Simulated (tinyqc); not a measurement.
# Threshold-voltage variability of a planar MOSFET, analytic estimates: effects of single changes

Three independent sources add in quadrature: random dopants in the depleted layer, metal-gate grains of two orientations, and roughness of the two gate edges acting through the roll-off VT = VT(long) - Vr exp(-L/l). These are first-order estimates: no three-dimensional electrostatics, no percolation.

Parameters, values chosen for the exercise; material values close to those of silicon:
- T = 300 K (temperature)
- Eg = 1.12 eV (band gap)
- eps_r = 11.8 (relative permittivity of the semiconductor)
- Nc = 2.79e19 cm^-3 (conduction-band density of states at T)
- Nv = 2.68e19 cm^-3 (valence-band density of states at T)
- Na = 5.9e17 cm^-3 (channel doping)
- ti = 1.1 nm (oxide-equivalent thickness in inversion)
- L = 16 nm (gate length)
- W = 33 nm (gate width)
- G = 10 nm (metal grain size)
- dW = 0.2 eV (work-function difference of the two grain orientations)
- p = 0.5 (share of the orientation of higher work function)
- De = 0.7 nm (rms roughness of one gate edge)
- La = 20 nm (correlation length of the roughness)
- l = 3.3 nm (decay length of the threshold roll-off)
- Vr = 1.9 V (prefactor of the roll-off)

Constants: q = 1.602176634e-19 C, kB = 1.380649e-23 J/K, Vt = kB T/q, eps0 = 8.8541878128e-14 F/cm where lengths are in cm. Results are converted to the units shown.

Each table varies one quantity; the others keep the values above.

## Effect of the metal grain size

ni = sqrt(Nc Nv) exp(-Eg/(2 Vt)), Eg in volts; Cox = 3.9 eps0/ti; Wd = sqrt(4 eps0 eps_r Vt ln(Na/ni)/(q Na)); dopants: s1 = (q/Cox) sqrt(Na Wd/(3 L W)). Grains: Ng = L W/G^2 (at least 1), s2 = dW sqrt(p (1 - p)/Ng). Edges, with exponential correlation and u = W/La: the mean gate length has sL^2 = 2 De^2 (2/u)[1 - (1 - exp(-u))/u]; s3 = sL (Vr/l) exp(-L/l). s = sqrt(s1^2 + s2^2 + s3^2). l and Vr are held fixed.

The same in every row: s1 (mV) = 20.93; s3 (mV) = 3.515.

Effect of the metal grain size:
```
G (nm)  s2 (mV)  s (mV)  s sqrt(L W) (mV um)
2         8.704   22.94               0.5270
3         13.06   24.91               0.5725
5         21.76   30.39               0.6984
7         30.46   37.13               0.8531
10        43.52   48.42                1.113
14        60.93   64.52                1.482
20        87.04   89.59                2.059
```

As G goes from 2 to 20 nm, s rises from 22.9 to 89.6 mV. The largest source is the dopants in the first row and the grains in the last. For G = 14 to 20 nm the gate holds under four grains, so the work function takes a few discrete values. In every row the depletion depth exceeds L, so source and drain share much of the charge and s1 is rough.

## Effect of the gate width

Same model as above.

l and Vr are held fixed.

Results:
```
W (nm)  s1 (mV)  s2 (mV)  s3 (mV)  s (mV)  s sqrt(L W) (mV um)
11        36.25    75.38    4.094   83.74                1.111
18        28.34    58.93    3.888   65.50                1.112
47        17.54    36.47    3.233   40.59                1.113
77        13.70    28.49    2.781   31.74                1.114
120       10.97    22.82    2.356   25.43                1.114
200       8.501    17.68    1.896   19.71                1.115
330       6.618    13.76    1.508   15.34                1.115
```

Estimate the missing row, W = 29 nm.

Computed row:
```
W (nm)  s1 (mV)  s2 (mV)  s3 (mV)  s (mV)  s sqrt(L W) (mV um)
29        22.32    46.42    3.606   51.64                1.112
```

With this row back in the table: As W goes from 11 to 330 nm, s falls from 83.7 to 15.3 mV. The grains are the largest source in the first and the last row. The product s sqrt(L W) stays near 1.11 mV um: s1 and s2 go as 1/sqrt(L W), so the change comes from s3 alone. For W = 11 to 18 nm the depleted region holds under ten dopants, so their spread is not Gaussian. For W = 11 to 18 nm the gate holds under four grains, so the work function takes a few discrete values. In every row the depletion depth exceeds L, so source and drain share much of the charge and s1 is rough.

## Scaling length and width together

Same model as above.

l and Vr are held fixed. W = 2.0625 L in every row; l is held fixed.

Scaling length and width together:
```
L (nm)  s1 (mV)  s2 (mV)    s3 (mV)  s (mV)  s sqrt(L W) (mV um)
10       33.483   69.631     23.511  80.761               1.1598
13       25.756   53.562     9.0806  60.123               1.1225
16       20.927   43.519     3.5147  48.417               1.1125
19       17.623   36.648     1.3631  40.688               1.1102
23       14.558   30.274    0.38665  33.595               1.1097
29       11.546   24.011   0.058747  26.643               1.1096
35       9.5666   19.895  0.0089803  22.075               1.1096
```

What does the comparison show?

As L goes from 10 to 35 nm, s falls from 80.8 to 22.1 mV. The grains are the largest source in the first and the last row. The product s sqrt(L W) falls from 1.16 to 1.11 mV um: s1 and s2 go as 1/sqrt(L W), so the change comes from s3 alone. For L = 10 to 13 nm the depleted region holds under ten dopants, so their spread is not Gaussian. For L = 10 to 13 nm the gate holds under four grains, so the work function takes a few discrete values. In every row the depletion depth exceeds L, so source and drain share much of the charge and s1 is rough.

Computed by the program tinyqc: `OMP_NUM_THREADS=1 python tinyqc.py 2090148 2090149 out.jsonl`, one thread of a shared Intel Xeon 2.30GHz, about 0.01 s for the whole run.
